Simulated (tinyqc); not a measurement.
# MOSFET in the linear regime without short-channel effects, parameter extraction from computed curves: effects of single changes

Inversion charge Q = Cox n Vt W0(exp((Vg - VT)/(n Vt))), W0 the Lambert function and n = nf; u = Q/Cox; mobility mu = mu0/(1 + th1 u + th2 u^2); channel resistance Rch = (L - dL)/(W mu Q); Id = Vd/(Rch + Rsd/W). Cox = eps0 eox/tox. Small Vd, no channel-length or drain effects.

Values chosen for this exercise; channel values of the order met in silicon transistors:
- T = 300 K (temperature)
- eox = 3.9 (relative permittivity of the gate insulator (close to silicon dioxide))
- tox = 2.8 nm (insulator thickness)
- mu0 = 400 cm^2/(V s) (low-field mobility)
- th1 = 0.74 1/V (first mobility attenuation factor)
- th2 = 0.1 1/V^2 (second mobility attenuation factor)
- VT = 0.69 V (threshold voltage)
- nf = 1.1 (body factor)
- W = 10 um (gate width)
- L = 0.12 um (drawn gate length)
- dL = 0.005 um (drawn less effective length)
- Rsd = 370 ohm um (source plus drain resistance)
- Vd = 0.02 V (drain voltage)

Constants: q = 1.602176634e-19 C, kB = 1.380649e-23 J/K, Vt = kB T/q, eps0 = 8.8541878128e-14 F/cm where lengths are in cm. Results are converted to the units shown.

Each table varies one quantity; the others keep the values above.

## Extraction methods against the body factor

From the continuous curve Id(Vg): tangent at peak gm (V_ext = Vg - Id/gm); constant current Id = 0.1 uA W/L; peak of d2Id/dVg2; Y = Id/sqrt(gm) drawn through Vg = VT + 0.6 and VT + 0.8 V, with intercept VT_Y and slope s. Mobilities gm,max L/(W Cox Vd) and s^2 L/(W Cox Vd) with the drawn L. Last column: share of Rsd/W in the total resistance at VT + 0.8 V.

Extraction methods against the body factor:
```
nf,V_ext (V),constant current (V),second derivative (V),VT_Y (V),mobility from gm (cm^2/(V s)),mobility from Y (cm^2/(V s)),series share (%)
1,0.674,0.675,0.677,0.758,225,433,41.8
1.1,0.671,0.670,0.675,0.758,219,429,41.7
1.2,0.668,0.665,0.673,0.759,214,424,41.6
1.3,0.664,0.659,0.670,0.759,209,420,41.4
1.4,0.661,0.653,0.668,0.760,204,415,41.3
1.5,0.657,0.647,0.666,0.760,199,411,41.2
1.6,0.653,0.641,0.663,0.759,195,407,41.1
1.7,0.649,0.635,0.661,0.759,191,403,41.0
```

The model has VT = 0.69 V and mu0 = 400 cm^2/(V s). Over the table the extracted thresholds move by 25 mV (tangent), 41 mV (constant current), 16 mV (second derivative), 2.0 mV (Y function). The mobility from gm falls from 225 to 191 and that from Y falls from 433 to 403 cm^2/(V s).

## Extraction methods against the drawn gate length

Same model as above.

Result of one run:
```
L (um),V_ext (V),constant current (V),second derivative (V),VT_Y (V),mobility from gm (cm^2/(V s)),mobility from Y (cm^2/(V s)),series share (%)
0.56,0.683,0.671,0.679,0.758,256,415,12.9
```

What becomes of these results when the drawn gate length L is changed from 0.56 to 1.2 um, all else the same?

Result of the changed run:
```
L (um),V_ext (V),constant current (V),second derivative (V),VT_Y (V),mobility from gm (cm^2/(V s)),mobility from Y (cm^2/(V s)),series share (%)
1.2,0.686,0.671,0.680,0.758,264,413,6.43
```

The whole series:
```
L (um),V_ext (V),constant current (V),second derivative (V),VT_Y (V),mobility from gm (cm^2/(V s)),mobility from Y (cm^2/(V s)),series share (%)
0.03,0.650,0.667,0.662,0.758,161,493,76.7
0.062,0.662,0.669,0.670,0.758,194,447,59.0
0.13,0.672,0.670,0.675,0.758,222,427,39.7
0.27,0.679,0.671,0.678,0.758,243,419,23.7
0.56,0.683,0.671,0.679,0.758,256,415,12.9
1.2,0.686,0.671,0.680,0.758,264,413,6.43
2.4,0.688,0.671,0.680,0.758,268,412,3.32
5,0.688,0.671,0.680,0.758,270,411,1.62
```

The model has VT = 0.69 V and mu0 = 400 cm^2/(V s). Over the table the extracted thresholds move by 39 mV (tangent), 4.5 mV (constant current), 18 mV (second derivative), under 0.5 mV (Y function). The mobility from gm rises from 161 to 270 and that from Y falls from 493 to 411 cm^2/(V s).

Numbers from tinyqc (`OMP_NUM_THREADS=1 python tinyqc.py 2210144 2210145 out.jsonl`; about 0.02 s on one thread of a shared Intel Xeon 2.30GHz).
